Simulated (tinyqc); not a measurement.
Sweeping the field: donor near an oxide interface in a gate field (two-state model).

Interface at z = 0 (hard wall), donor at z = d, field F pulling electrons to the interface: potential e F z; 1 kV/cm = 1e-5 eV/angstrom, c = hbar^2/2m0, q = e^2/(4 pi eps0), Q = (eps - eo)/(eps + eo). Donor state: E_D = e F d - ED - q Q/(4 eps d), the last term joining the images of ion and electron. Interface state: z exp(-b z/2) exp(-rho^2/(2 L^2)) with E_z = c b^2/(4 mz) + 3 e F/b + q Q b/(8 eps), minimised over b; in the plane at z = 3/b the ion (distance D = d - 3/b) and its image (D' = d + 3/b) give E_rho = c/(mt L^2) - (q/eps)(sqrt(pi)/L)[erfcx(D/L) + Q erfcx(D'/L)], erfcx(x) = exp(x^2) erfc(x), minimised over L. E_I = E_z + E_rho.

The two states couple by t = t0 exp(-D/aD) with t0 = q/(eps aD) (2 aD/L) sqrt(aD b/2) v, v a valley factor; this form is an estimate. With detuning u = E_D - E_I the splitting is sqrt(u^2 + 4 t^2) and the lower state has weight (1 - u/sqrt(u^2 + 4 t^2))/2 on the donor.

Constants: hbar^2/2m0 = 3.80998211 eV angstrom^2; e^2/(4 pi eps0) = 14.39964547 eV angstrom.

Inputs chosen for the exercise (near those of a donor in Si below SiO2, static dielectric constants; the results hold for these values, not for the real material): d = 160 angstrom (depth of the donor); ED = 44.7 meV (bulk binding energy); mz = 0.915 m0 (mass across the interface); mt = 0.19 m0 (mass in the plane); eps = 11.3 (dielectric constant of the semiconductor); eo = 3.9 (dielectric constant of the oxide); aD = 17.8 angstrom (donor radius); v = 0.38 (valley factor); Fl = (39.764, 39.84, 39.871, 39.886, 39.901, 39.932, 40.008) kV/cm (fields).

Both levels, the splitting, the donor weight and the mean depth w d + (1 - w) 3/b.

Results:
```
F (kV/cm)  E_D (meV)  E_I (meV)  splitting (meV)  donor weight  mean depth (angstrom)
39.764        17.953     18.096            0.144         0.996                  159.5
39.840        18.075     18.129           0.0570         0.974                  156.9
39.871        18.124     18.142           0.0253         0.849                  142.1
39.886        18.148     18.148           0.0181         0.503                  101.0
39.901        18.172     18.155           0.0252         0.153                   59.5
39.932        18.222     18.168           0.0568         0.026                   44.5
40.008        18.343     18.201            0.144         0.004                   41.9
```

E_D rises by 1.60 and E_I by 0.43 meV per kV/cm, so they cross once, near 39.9 kV/cm, where the splitting is 2t = 0.0181 meV. The donor weight passes from 0.85 to 0.15 while the detuning goes from -2t to 2t, a window of 0.031 kV/cm or 0.078 % of the field; across the table the charge moves by 118 angstrom.

Program tinyqc; command `OMP_NUM_THREADS=1 python tinyqc.py 1282746 1282747 out.jsonl`; about 0.04 s on one thread of a shared Intel(R) Xeon(R) Processor @ 2.30GHz.
